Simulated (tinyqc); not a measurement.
Signal and retention of a DRAM cell: effect of temperature.

A stored one starts at Vd and leaks: Cs dV/dt = -I(V), I = a sqrt((V + Vb)/(Vd + Vb)) + b, with a = Ig exp[-(Eg1 q/kB)(1/T - 1/T0)] (generation in a depletion layer) and b = Is exp[-(Es q/kB)(1/T - 1/T0)]. The bit line is precharged to Vd/2, and charge sharing gives the signal (V - Vd/2) Cs/(Cs + Cb).

The cell fails below Vc = Vd/2 + dm (Cs + Cb)/Cs. With s = sqrt((Vc + Vb)/(Vd + Vb)), the time from Vd to Vc is t = [2 Cs (Vd + Vb)/a] [1 - s - (b/a) ln((a + b)/(a s + b))]. This time is the median of a log-normal spread: failing cells = Nc erfc(z/sqrt 2)/2, z = ln(t/tr)/sg.

Inputs (values chosen for the exercise):
```
symbol,value,unit,meaning
Vd,1.5,V,array voltage
Cs,25,fF,cell capacitance
Cb,69,fF,bit-line capacitance
dm,43,mV,smallest signal that the sense amplifier resolves
Vb,1.25,V,built-in plus back-bias voltage of the storage junction
Ig,0.35,fA,junction leakage at V = Vd and T0
Is,0.098,fA,voltage-independent leakage at T0
Es,0.28,eV,activation energy of Is
T0,358,K,reference temperature
sg,0.85,,deviation of ln(retention time) over the cells
Nc,8.59e9,,cells
tr,64,ms,refresh interval
Eg1,0.53,eV,activation energy of Ig
```

Constants: q = 1.602176634e-19 C, kB = 1.380649e-23 J/K. Results are converted to the units shown.

Effect of temperature:
```
T (K),a (fA),b (fA),retention time (s),failing cells
298,0.01101,0.01576,562.3,5.224e-17
318,0.04032,0.03129,212.1,6.356e-12
338,0.1266,0.05728,83.20,1.418e-7
358,0.3500,0.09800,34.34,6.097e-4
368,0.5582,0.1254,22.55,0.02237
378,0.8686,0.1584,15.04,0.5738
398,1.968,0.2440,7.003,142.5
```

Read the table: what changes, and by how much?

The retention time falls from 562 to 7.00 s, halving every 18.1 K at the hot end. Its apparent activation energy goes from 0.398 to 0.495 eV, between Es = 0.28 and Eg1 = 0.53 eV, as the share of a in the leakage grows from 41.1 to 89.0 %.

Range of the model: Real arrays also hold a tail of unusually leaky cells and cells whose retention varies in time, which this model lacks.

tinyqc, about 0.01 s, one thread, Intel Xeon 2.30GHz (shared host): `OMP_NUM_THREADS=1 python tinyqc.py 2130102 2130103 out.jsonl`
